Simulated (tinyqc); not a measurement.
What each parameter does: three-band tight binding of a dichalcogenide monolayer.

Basis dz2, dxy, dx2-y2 on a triangular lattice, nearest neighbours; alpha = kx a/2, beta = sqrt3 ky a/2. h0 = e1 + 2 t0 (cos 2alpha + 2 cos alpha cos beta); h1 = -2 sqrt3 t2 sin alpha sin beta + 2i t1 (sin 2alpha + sin alpha cos beta); h2 = 2 t2 (cos 2alpha - cos alpha cos beta) + 2i sqrt3 t1 cos alpha sin beta; h11 = e2 + 2 t11 cos 2alpha + (t11 + 3 t22) cos alpha cos beta; h22 = e2 + 2 t22 cos 2alpha + (3 t11 + t22) cos alpha cos beta; h12 = sqrt3 (t22 - t11) sin alpha sin beta + 4i t12 sin alpha (cos alpha - cos beta) + i lam sz. H = [[h0, h1, h2], [., h11, h12], [., ., h22]], Hermitian; the lowest band of each spin is filled. K = (4 pi/3a, 0), M = (pi/a, pi/(sqrt3 a)).

Constants: hbar^2/2m0 = 3.80998211 eV angstrom^2.

Inputs chosen for the exercise (near a published set for monolayer MoSe2; not measured data): a = 3.323 angstrom (lattice constant); e1 = 0.925 eV (level of dz2); e2 = 2.061 eV (level of dxy and dx2-y2); t0 = -0.187 eV (hopping); t1 = 0.315 eV (hopping); t2 = 0.464 eV (hopping); t11 = 0.213 eV (hopping); t12 = 0.288 eV (hopping); t22 = 0.133 eV (hopping); lam = 0.093 eV (spin-orbit constant).

Spin up: gap at K, Ev(K) - Ev(Gamma), and masses at K by central differences along kx with step 0.002 1/angstrom, c = hbar^2/2m0.

One parameter was then changed.

Results before and after:

| case | gap at K (eV) | K - Gamma (eV) | m_c (m0) | m_v (m0) |
|---|---|---|---|---|
| base | 1.3475 | 0.3355 | 0.479 | 0.633 |
| changed | 1.3475 | 0.3355 | 0.443 | 0.536 |

Which of these changes was made? (a) e2 = 2.091 eV; (b) t2 = 0.494 eV; (c) t12 = 0.258 eV; (d) e1 = 0.955 eV; (e) t1 = 0.345 eV; (f) t0 = -0.217 eV.

Answer: (b) t2 = 0.494 eV. Of the candidates, run in turn, only this one gives the changed row.

All candidates:

| case | gap at K (eV) | K - Gamma (eV) | m_c (m0) | m_v (m0) |
|---|---|---|---|---|
| base | 1.3475 | 0.3355 | 0.479 | 0.633 |
| e2 = 2.091 eV | 1.3175 | 0.3655 | 0.461 | 0.607 |
| t0 = -0.217 eV | 1.4375 | 0.5155 | 0.556 | 0.720 |
| e1 = 0.955 eV | 1.3775 | 0.3055 | 0.497 | 0.661 |
| t1 = 0.345 eV | 1.3475 | 0.3355 | 0.432 | 0.574 |
| t12 = 0.258 eV | 1.1916 | 0.4914 | 0.413 | 0.479 |
| t2 = 0.494 eV | 1.3475 | 0.3355 | 0.443 | 0.536 |

t1 and t2 couple dz2 to the other orbitals and vanish at K and Gamma, so only the masses feel them.

Computed by tinyqc, a small Python program: `OMP_NUM_THREADS=1 python tinyqc.py 1482493 1482494 out.jsonl` (the numbers bound the seed that draws the inputs); one thread of a shared host (Intel(R) Xeon(R) Processor @ 2.30GHz), about 0.02 s for the whole set of steps.
